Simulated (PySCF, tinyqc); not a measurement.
Worked calculation: RHF in the 6-31g basis, for H3-, spin multiplicity 1. The basis has no diffuse functions, so it cannot describe the extra electron: this is an exercise in the method, not the real anion. The lowest restricted solution is unstable here: a spin-polarised one lies 0.1013 hartree lower (PySCF). One step of it, computed by the program tinyqc.

Question. Iteration 2: building the Fock matrix. J_ij = sum D_kl (ij|kl), K_ij = sum D_kl (ik|jl); F = H + J - 0.5 K; E = tr D H + tr D J / 2 - 0.25 tr D K + E_nn.

D after iteration 1, order 1H 1s, 1H 2s, 2H 1s, 2H 2s, 3H 1s, 3H 2s:
```
[[0.084956, 0.191494, 0.021729, -0.090717, 0.089701, 0.212683],
 [0.191494, 0.555132, -0.090707, -0.704605, 0.212680, 0.649727],
 [0.021729, -0.090707, 0.163547, 0.542459, 0.011076, -0.138259],
 [-0.090717, -0.704605, 0.542459, 2.122154, -0.138271, -0.916887],
 [0.089701, 0.212680, 0.011076, -0.138271, 0.095602, 0.239031],
 [0.212683, 0.649727, -0.138259, -0.916887, 0.239031, 0.767366]]
```

core Hamiltonian H = T + V (hartree), order 1H 1s, 1H 2s, 2H 1s, 2H 2s, 3H 1s, 3H 2s:
```
[[-0.993135, -0.966561, -0.177806, -0.436040, -0.178030, -0.436267],
 [-0.966561, -1.113209, -0.436015, -0.727556, -0.436264, -0.727796],
 [-0.177806, -0.436015, -0.993008, -0.966477, -0.177771, -0.435979],
 [-0.436040, -0.727556, -0.966477, -1.113105, -0.436001, -0.727519],
 [-0.178030, -0.436264, -0.177771, -0.436001, -0.993118, -0.966550],
 [-0.436267, -0.727796, -0.435979, -0.727519, -0.966550, -1.113195]]
```

Two-electron integrals (ij|kl) in chemists' order, unique and non-zero (hartree):
```
(11|11) 1.076566   (21|11) 0.578470   (21|21) 0.329423   (22|11) 0.587396
(22|21) 0.361304   (22|22) 0.453150   (31|11) 0.045451   (31|21) 0.027630
(31|22) 0.033486   (31|31) 0.004132   (32|11) 0.110476   (32|21) 0.071142
(32|22) 0.097986   (32|31) 0.012149   (32|32) 0.046456   (33|11) 0.367374
(33|21) 0.240962   (33|22) 0.350890   (33|31) 0.045451   (33|32) 0.207248
(33|33) 1.076566   (41|11) 0.207248   (41|21) 0.119527   (41|22) 0.133765
(41|31) 0.012149   (41|32) 0.032132   (41|33) 0.110476   (41|41) 0.046456
(42|11) 0.276648   (42|21) 0.173361   (42|22) 0.226879   (42|31) 0.021364
(42|32) 0.070939   (42|33) 0.276648   (42|41) 0.070939   (42|42) 0.137500
(43|11) 0.240962   (43|21) 0.157417   (43|22) 0.227056   (43|31) 0.027630
(43|32) 0.119527   (43|33) 0.578470   (43|41) 0.071142   (43|42) 0.173361
(43|43) 0.329423   (44|11) 0.350890   (44|21) 0.227056   (44|22) 0.322695
(44|31) 0.033486   (44|32) 0.133765   (44|33) 0.587396   (44|41) 0.097986
(44|42) 0.226879   (44|43) 0.361304   (44|44) 0.453150   (51|11) 0.045528
(51|21) 0.027676   (51|22) 0.033539   (51|31) 0.002953   (51|32) 0.008258
(51|33) 0.028508   (51|41) 0.011029   (51|42) 0.018432   (51|43) 0.018555
(51|44) 0.026133   (51|51) 0.004144   (52|11) 0.110569   (52|21) 0.071200
(52|22) 0.098060   (52|31) 0.008252   (52|32) 0.026870   (52|33) 0.098609
(52|41) 0.028926   (52|42) 0.057840   (52|43) 0.064116   (52|44) 0.090907
(52|51) 0.012175   (52|52) 0.046511   (53|11) 0.028468   (53|21) 0.018529
(53|22) 0.026093   (53|31) 0.002948   (53|32) 0.011009   (53|33) 0.045439
(53|41) 0.008246   (53|42) 0.018401   (53|43) 0.027623   (53|44) 0.033478
(53|51) 0.002952   (53|52) 0.011015   (53|53) 0.004130   (54|11) 0.098579
(54|21) 0.064095   (54|22) 0.090870   (54|31) 0.008247   (54|32) 0.028902
(54|33) 0.110461   (54|41) 0.026859   (54|42) 0.057804   (54|43) 0.071133
(54|44) 0.097975   (54|51) 0.011028   (54|52) 0.044922   (54|53) 0.012144
(54|54) 0.046448   (55|11) 0.367483   (55|21) 0.241032   (55|22) 0.350971
(55|31) 0.028474   (55|32) 0.098562   (55|33) 0.367357   (55|41) 0.098586
(55|42) 0.214390   (55|43) 0.240951   (55|44) 0.350877   (55|51) 0.045528
(55|52) 0.207375   (55|53) 0.045439   (55|54) 0.207228   (55|55) 1.076566
(61|11) 0.207375   (61|21) 0.119600   (61|22) 0.133845   (61|31) 0.011017
(61|32) 0.028919   (61|33) 0.098612   (61|41) 0.044926   (61|42) 0.067530
(61|43) 0.064118   (61|44) 0.090910   (61|51) 0.012175   (61|52) 0.032175
(61|53) 0.008250   (61|54) 0.028924   (61|55) 0.110569   (61|61) 0.046511
(62|11) 0.276772   (62|21) 0.173436   (62|22) 0.226973   (62|31) 0.018411
(62|32) 0.057821   (62|33) 0.214424   (62|41) 0.067519   (62|42) 0.125019
(62|43) 0.137707   (62|44) 0.191611   (62|51) 0.021403   (62|52) 0.071009
(62|53) 0.018406   (62|54) 0.067514   (62|55) 0.276772   (62|61) 0.071009
(62|62) 0.137599   (63|11) 0.098558   (63|21) 0.064083   (63|22) 0.090857
(63|31) 0.011011   (63|32) 0.044897   (63|33) 0.207228   (63|41) 0.028903
(63|42) 0.067488   (63|43) 0.119516   (63|44) 0.133753   (63|51) 0.008257
(63|52) 0.028916   (63|53) 0.012144   (63|54) 0.032126   (63|55) 0.110461
(63|61) 0.026868   (63|62) 0.057816   (63|63) 0.046448   (64|11) 0.214384
(64|21) 0.137679   (64|22) 0.191563   (64|31) 0.018405   (64|32) 0.067490
(64|33) 0.276629   (64|41) 0.057807   (64|42) 0.124975   (64|43) 0.173349
(64|44) 0.226864   (64|51) 0.018431   (64|52) 0.067526   (64|53) 0.021357
(64|54) 0.070929   (64|55) 0.276629   (64|61) 0.057838   (64|62) 0.125013
(64|63) 0.070929   (64|64) 0.137485   (65|11) 0.241032   (65|21) 0.157460
(65|22) 0.227106   (65|31) 0.018532   (65|32) 0.064086   (65|33) 0.240951
(65|41) 0.064100   (65|42) 0.137683   (65|43) 0.157410   (65|44) 0.227049
(65|51) 0.027676   (65|52) 0.119600   (65|53) 0.027623   (65|54) 0.119516
(65|55) 0.578470   (65|61) 0.071200   (65|62) 0.173436   (65|63) 0.071133
(65|64) 0.173349   (65|65) 0.329423   (66|11) 0.350971   (66|21) 0.227106
(66|22) 0.322751   (66|31) 0.026099   (66|32) 0.090862   (66|33) 0.350877
(66|41) 0.090877   (66|42) 0.191570   (66|43) 0.227049   (66|44) 0.322687
(66|51) 0.033539   (66|52) 0.133845   (66|53) 0.033478   (66|54) 0.133753
(66|55) 0.587396   (66|61) 0.098060   (66|62) 0.226973   (66|63) 0.097975
(66|64) 0.226864   (66|65) 0.361304   (66|66) 0.453150
```

nuclear repulsion = 1.10331184 hartree

Give: Coulomb J; exchange K; Fock matrix F; total energy of this density.

Answer.

Coulomb J (hartree), order 1H 1s, 1H 2s, 2H 1s, 2H 2s, 3H 1s, 3H 2s:
```
[[1.7354, 1.0868, 0.1324, 0.4368, 0.1272, 0.4347],
 [1.0868, 1.4565, 0.4910, 0.9011, 0.4421, 0.8720],
 [0.1324, 0.4910, 2.1161, 1.2872, 0.1332, 0.4913],
 [0.4368, 0.9011, 1.2872, 1.6267, 0.4445, 0.9056],
 [0.1272, 0.4421, 0.1332, 0.4445, 1.7870, 1.1139],
 [0.4347, 0.8720, 0.4913, 0.9056, 1.1139, 1.4795]]
```

exchange K (hartree), order 1H 1s, 1H 2s, 2H 1s, 2H 2s, 3H 1s, 3H 2s:
```
[[0.6163, 0.5984, 0.1450, 0.3200, 0.3115, 0.4539],
 [0.5984, 0.7350, 0.3871, 0.5720, 0.4629, 0.6514],
 [0.1450, 0.3871, 1.1514, 0.9789, 0.1189, 0.3661],
 [0.3200, 0.5720, 0.9789, 1.0199, 0.3081, 0.5595],
 [0.3115, 0.4629, 0.1189, 0.3081, 0.6888, 0.6499],
 [0.4539, 0.6514, 0.3661, 0.5595, 0.6499, 0.7735]]
```

Fock matrix F (hartree), order 1H 1s, 1H 2s, 2H 1s, 2H 2s, 3H 1s, 3H 2s:
```
[[0.4342, -0.1789, -0.1179, -0.1592, -0.2066, -0.2285],
 [-0.1789, -0.0242, -0.1386, -0.1125, -0.2257, -0.1815],
 [-0.1179, -0.1386, 0.5473, -0.1687, -0.1040, -0.1277],
 [-0.1592, -0.1125, -0.1687, 0.0036, -0.1456, -0.1017],
 [-0.2066, -0.2257, -0.1040, -0.1456, 0.4495, -0.1776],
 [-0.2285, -0.1815, -0.1277, -0.1017, -0.1776, -0.0204]]
```

total energy of this density = -1.319753 hartree
